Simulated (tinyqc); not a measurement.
Inside a calculation. Method: Hueckel theory of the pi electrons, for the molecule C=CC=CC(N)=CC(=C)Cl (SMILES; centres numbered as the heavy atoms are written). Computed by tinyqc, a small Python program that keeps every step. Settings: charge = 0. Command: `OMP_NUM_THREADS=1 python tinyqc.py 24465 24466 out.jsonl` (the two numbers bound the seeds that draw the settings). One thread of a shared host (Intel(R) Xeon(R) Processor @ 2.60GHz), about 0.01 s of CPU time with the checks.

## The Hueckel matrix

Centres:
```
centre  z_r, pi electrons of the neutral centre         h
1C                                            1  0.000000
2C                                            1  0.000000
3C                                            1  0.000000
4C                                            1  0.000000
5C                                            1  0.000000
6N                                            2  1.500000
7C                                            1  0.000000
8C                                            1  0.000000
9C                                            1  0.000000
10Cl                                          2  2.000000
```

Bonds:
```
i   j         k
1   2         1
2   3         1
3   4         1
4   5         1
5   6  0.800000
5   7         1
7   8         1
8   9         1
8  10  0.400000
```

H_rr = alpha + h_r beta, H_rs = k_rs beta for bonded centres.

Hueckel matrix in units of beta (H = alpha + beta A):
```
            1C        2C        3C        4C        5C        6N        7C        8C
1C    0.000000  1.000000  0.000000  0.000000  0.000000  0.000000  0.000000  0.000000
2C    1.000000  0.000000  1.000000  0.000000  0.000000  0.000000  0.000000  0.000000
3C    0.000000  1.000000  0.000000  1.000000  0.000000  0.000000  0.000000  0.000000
4C    0.000000  0.000000  1.000000  0.000000  1.000000  0.000000  0.000000  0.000000
5C    0.000000  0.000000  0.000000  1.000000  0.000000  0.800000  1.000000  0.000000
6N    0.000000  0.000000  0.000000  0.000000  0.800000  1.500000  0.000000  0.000000
7C    0.000000  0.000000  0.000000  0.000000  1.000000  0.000000  0.000000  1.000000
8C    0.000000  0.000000  0.000000  0.000000  0.000000  0.000000  1.000000  0.000000
9C    0.000000  0.000000  0.000000  0.000000  0.000000  0.000000  0.000000  1.000000
10Cl  0.000000  0.000000  0.000000  0.000000  0.000000  0.000000  0.000000  0.400000

            9C      10Cl
1C    0.000000  0.000000
2C    0.000000  0.000000
3C    0.000000  0.000000
4C    0.000000  0.000000
5C    0.000000  0.000000
6N    0.000000  0.000000
7C    0.000000  0.000000
8C    1.000000  0.400000
9C    0.000000  0.000000
10Cl  0.000000  2.000000
```

## Orbitals

pi electrons, sum of z_r less the charge = 12

Diagonalise; E = alpha + x beta with beta < 0, so the largest x are filled first; degenerate levels share their electrons. P = sum n_i c_ri c_si; each orbital has its largest coefficient positive (the first on a tie).

x values: [2.234471, 2.076436, 1.597413, 1.350836, 0.850800, 0.295843, -0.379422, -1.052886, -1.546249, -1.927243]

occupations: [2.000000, 2.000000, 2.000000, 2.000000, 2.000000, 2.000000, 0.000000, 0.000000, 0.000000, 0.000000]

coefficients:
```
           MO1        MO2        MO3        MO4        MO5        MO6        MO7        MO8
1C    0.039988  -0.045755   0.348886  -0.073967  -0.455058  -0.395633   0.494347   0.380632
2C    0.089352  -0.095008   0.557315  -0.099917  -0.387164  -0.117045  -0.187566  -0.400762
3C    0.159667  -0.151523   0.541377  -0.061004   0.125659   0.361006  -0.423181   0.041325
4C    0.267419  -0.219620   0.307487   0.017510   0.494075   0.223846   0.348130   0.357251
5C    0.437872  -0.304504  -0.050193   0.084657   0.294699  -0.294783   0.291092  -0.417470
6N    0.476939  -0.422602  -0.412205  -0.454034  -0.363154   0.195843  -0.123907   0.130823
7C    0.329444  -0.074581  -0.057902   0.460076   0.047179  -0.467730  -0.359451  -0.022362
8C    0.298260   0.149641  -0.042300   0.536830  -0.254559   0.156408  -0.154709   0.441014
9C    0.133481   0.072066  -0.026480   0.397406  -0.299200   0.528687   0.407748  -0.418862
10Cl  0.508821   0.783086   0.042028  -0.330782   0.088604  -0.036712   0.026008  -0.057783

            MO9       MO10
1C    -0.311937   0.137650
2C     0.482332  -0.265284
3C    -0.433869   0.373617
4C     0.188537  -0.454767
5C     0.142343   0.502829
6N    -0.037382  -0.117372
7C    -0.378730  -0.420409
8C     0.443268   0.307401
9C    -0.286673  -0.159503
10Cl  -0.049998  -0.031310
```

charge and bond-order matrix P:
```
             1C         2C         3C         4C         5C         6N         7C         8C
1C     0.988976   0.864478   0.013402  -0.373337  -0.019622   0.031907   0.251870   0.009148
2C     0.864478   1.002378   0.491141  -0.006220  -0.095941   0.032163  -0.010474   0.030939
3C     0.013402   0.491141   0.982756   0.768536   0.028658  -0.060416  -0.316872  -0.012449
4C    -0.373337  -0.006220   0.768536   1.017634   0.499274  -0.099860   0.026683  -0.094942
5C    -0.019622  -0.095941   0.028658   0.499274   0.935771   0.310045   0.721203   0.022957
6N     0.031907   0.032163  -0.060416  -0.099860   0.310045   1.904717  -0.210230  -0.048427
7C     0.251870  -0.010474  -0.316872   0.026683   0.721203  -0.210230   1.100229   0.502729
8C     0.009148   0.030939  -0.012449  -0.094942   0.022957  -0.048427   0.502729   0.981181
9C    -0.219211   0.009148   0.250150  -0.021597  -0.345092   0.151764  -0.076858   0.847821
10Cl  -0.004299  -0.004938   0.006798   0.013554  -0.017666   0.010476  -0.048085   0.122588

             9C       10Cl
1C    -0.219211  -0.004299
2C     0.009148  -0.004938
3C     0.250150   0.006798
4C    -0.021597   0.013554
5C    -0.345092  -0.017666
6N     0.151764   0.010476
7C    -0.076858  -0.048085
8C     0.847821   0.122588
9C     1.101347  -0.108270
10Cl  -0.108270   1.985009
```

## Energy, charges, bond orders

E = sum n x; q_r = z_r - P_rr; bond order p = P_rs; free valence = sqrt(3) - sum of p over the bonds of the atom.

pi energy = 12 alpha + this times beta = 16.811599

pi charges: 1C 0.011024, 2C -0.002378, 3C 0.017244, 4C -0.017634, 5C 0.064229, 6N 0.095283, 7C -0.100229, 8C 0.018819, 9C -0.101347, 10Cl 0.014991

Bond orders and lengths from R = 1.517 - 0.180 p (angstrom, C-C alone):
```
bond         p         R
1-2   0.864478  1.361394
2-3   0.491141  1.428595
3-4   0.768536  1.378663
4-5   0.499274  1.427131
5-6   0.310045         -
5-7   0.721203  1.387183
7-8   0.502729  1.426509
8-9   0.847821  1.364392
8-10  0.122588         -
```

free valence of the carbons: 1C 0.867573, 2C 0.376432, 3C 0.472373, 4C 0.464241, 5C 0.201529, 7C 0.508119, 8C 0.258913, 9C 0.884230

gap between the highest filled and the next level = 0.675265 |beta|
